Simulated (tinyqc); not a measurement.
# Off-state leakage of single and stacked transistors: two studies

n-channel devices of unit width. Subthreshold current I(Vg, Vs, Vd) = I0 (T/300 K)^0.5 exp[(Vg - Vs - VT(T) - gb (Vs - Vb) + dd (Vd - Vs))/(nf Vt)] (1 - exp(-(Vd - Vs)/Vt)), VT(T) = VT - cT (T - 300 K). Gate-edge tunnelling Ig (Vd/1 V) exp(ag (Vd - 1 V)), for a gate at 0 V, and band-to-band leakage Ab u exp(-Bb/u), u = Vd - Vb + 1 V, flow at a drain held at V; both are taken as independent of T. In a stack of off transistors (all gates at 0 V) the same subthreshold current passes through each.

Inputs (values chosen for the exercise); values of the order met in bulk silicon logic transistors: temperature T = 300 K; supply voltage V = 0.8 V; threshold at 300 K, zero drain and body bias VT = 0.38 V; fall of the threshold with temperature cT = 0.9 mV/K; current at threshold at 300 K I0 = 0.98 uA/um; slope factor nf = 1.16; drain-induced lowering per volt dd = 0.12; rise of the threshold per volt of source-body bias gb = 0.21; gate-edge tunnelling current at 1 V Ig = 0.0002 uA/um; exponential slope of the gate current ag = 4.3 1/V; prefactor of band-to-band leakage at the drain Ab = 2 uA/(um V); its exponential voltage Bb = 19 V; body voltage Vb = -0.6 V.

Constants: q = 1.602176634e-19 C, kB = 1.380649e-23 J/K, Vt = kB T/q. Results are converted to the units shown.

Each table varies one quantity; the others keep the values above.

## Subthreshold current against the height of the stack

All n gates at 0 V, bottom source at 0 V, top drain at V; node voltages follow from equal currents.

Subthreshold current against the height of the stack:
columns A: n; B: I (nA/um); C: reduction factor; D: drain voltage of the bottom device (mV); E: source voltage of the top device (mV); F: voltage across the top device (V)
```
A         B      C      D      E       F
1  0.001131  1.000  800.0      0  0.8000
2  5.601e-5  20.20  67.77  67.77  0.7322
3  2.581e-5  43.84  18.94  85.24  0.7148
4  1.657e-5  68.29  10.91  95.24  0.7048
5  1.215e-5  93.09  7.642  102.2  0.6978
6  9.581e-6  118.1  5.872  107.6  0.6924
```

What does the comparison show?

The second transistor cuts the current by a factor of 20.2, the third by a further 2.17 and the sixth by 1.27. The top device keeps 86.6 % of the supply at n = 6, while the drain voltage of the bottom one falls to 0.227 Vt.

## Leakage components against the body voltage

Same model as above.

One transistor with Vg = Vs = 0, Vd = V; stack factor I(one)/I(two in series).

The same in every row: gate edge (nA/um) = 0.06771; stack factor = 20.20.

Result of one run:
```
Vb (V)  subthreshold (nA/um)  band-to-band (nA/um)  total (nA/um)  largest part
0.2                   0.3066               0.02228         0.3966  subthreshold
```

What becomes of these results when the body voltage Vb is changed from 0.2 to -1.2 V, all else the same?

Result of the changed run:
```
Vb (V)  subthreshold (nA/um)  band-to-band (nA/um)  total (nA/um)  largest part
-1.2                1.694e-5                 10.66          10.72  band-to-band
```

The whole series:
```
Vb (V)  subthreshold (nA/um)  band-to-band (nA/um)  total (nA/um)  largest part
0.2                   0.3066               0.02228         0.3966  subthreshold
0                    0.07556               0.09377         0.2370  band-to-band
-0.2                 0.01862                0.2994         0.3857  band-to-band
-0.4                0.004590                0.7811         0.8534  band-to-band
-0.6                0.001131                 1.750          1.819  band-to-band
-0.8                2.788e-4                 3.486          3.554  band-to-band
-1                  6.872e-5                 6.327          6.395  band-to-band
-1.2                1.694e-5                 10.66          10.72  band-to-band
-1.4                4.174e-6                 16.89          16.95  band-to-band
```

As Vb goes from 0.2 to -1.4, the total leakage goes from 0.397 through a minimum of 0.237 (at Vb = 0 among the rows listed) to 17.0 nA/um. The subthreshold part leads at Vb = 0.2, the band-to-band part from 0 on. The exact minimum lies at Vb = 0.0104 V: reverse body bias lowers the subthreshold part by a decade every nf Vt ln 10/gb = 0.329 V but raises the band-to-band part. The reduction by a stack of two stays at 20.2, for the subthreshold part alone. For Vb = 0.2 the body is forward biased; the junction current, left out, is still small at this voltage.

tinyqc, about 0.03 s, one thread, Intel Xeon 2.30GHz (shared host): `OMP_NUM_THREADS=1 python tinyqc.py 2242056 2242057 out.jsonl`
